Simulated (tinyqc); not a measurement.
Monte Carlo simulation of one carrier in a uniform electric field: one step, computed by the program tinyqc. Command: `OMP_NUM_THREADS=1 python tinyqc.py 3021147 3021148 out.jsonl mcfl walk`. One thread of a shared host (Intel(R) Xeon(R) Processor @ 2.30GHz), about 3 s of CPU time with the checks.

The force e F acts along +z. Flights end at the constant total rate Gamma; the part of Gamma that the real rates do not fill is self-scattering, which leaves k unchanged. One valley, no impurities and no intervalley scattering.

Task: Scattering event 1. Parabolic band: E = hbar^2 k^2/(2 m), speed v = hbar k/m, states per spin, volume and energy g(E) = m k/(2 pi^2 hbar^2). Masses are multiplied by m_0 and all formulas are in SI units. Phonon occupation N_q = 1/(exp(hbar w/(k_B T)) - 1). Acoustic deformation potential (elastic, equipartition, absorption and emission together): 1/tau = 2 pi k_B T D_A^2 g(E)/(hbar rho v_l^2). Polar optical, unscreened: W = e^2 w (1/eps_inf - 1/eps_s) m (1 + 2 alpha E') ln|(k + k')/(k - k')| / (4 pi eps_0 hbar^2 k), times N_q for absorption (E' = E + hbar w) and N_q + 1 for emission (E' = E - hbar w > 0), with alpha = 0 for a parabolic band; mean cosine of the angle <cos> = (k^2 + k'^2)/(2 k k') - 1/ln|(k + k')/(k - k')|. Choice: with cumulative rates in the order acoustic, absorption, emission, the process is the first whose sum exceeds r2 Gamma; if none, self-scattering. Final state: E' = E, E + hbar w or E - hbar w gives k'. Isotropic processes: cos(theta) = 1 - 2 r3 from the z axis, phi = 2 pi r4, k' (sin theta cos phi, sin theta sin phi, cos theta). Polar processes: cos(b) = [1 + xi - (1 + 2 xi)^r3]/xi, xi = 2 k k'/(k - k')^2, b from the old direction n; new direction cos b n + sin b (cos phi e1 + sin phi e2), e1 = (z x n)/|z x n|, e2 = n x e1. Use row 1 of the random numbers.

Inputs (values chosen for the exercise, modelled on GaSb):
```
quantity,value,unit
effective mass m,0.0397,m_0
static permittivity eps_s,15.7,-
high-frequency permittivity eps_inf,14.4,-
density rho,5610,kg/m^3
sound velocity v_l,4150,m/s
acoustic deformation potential D_A,7.4,eV
optical phonon energy hbar w,29.4,meV
lattice temperature T,350,K
```

Crystal: polar. Band: parabolic.

k at the end of the flight (1/nm): [0.2500000, -0.1000000, 0.2357059]

Random numbers (0.02 to 0.98, from up to 60 sets tried for early real events), one row a flight:
```
,r1,r2,r3,r4
1,0.4581,0.1316,0.9578,0.4830
2,0.2489,0.8981,0.2925,0.9054
3,0.3412,0.1792,0.3645,0.4448
4,0.4949,0.0908,0.3238,0.4690
5,0.8010,0.2256,0.8711,0.1812
6,0.0308,0.1428,0.2216,0.8039
7,0.7289,0.9661,0.8950,0.1831
```

Gamma = 3.741509 1e12/s

Constants: hbar = 1.054571817e-34 J s; m_0 = 9.1093837015e-31 kg; e = 1.602176634e-19 C; k_B = 1.380649e-23 J/K; hbar = 6.582119569e-16 eV s; eps_0 = 8.8541878128e-12 F/m; k_B = 8.617333262e-05 eV/K.

Give: cumulative rates; r2 Gamma; process chosen; k after event 1, the start of the next flight.

Result:

cumulative rates (1e12/s): acoustic 0.247, absorption 1.202, emission 3.523

r2 Gamma = 0.4924 1e12/s

Process chosen: absorption

k after event 1, the start of the next flight (1/nm): [-0.2994, -0.2334, -0.1207]
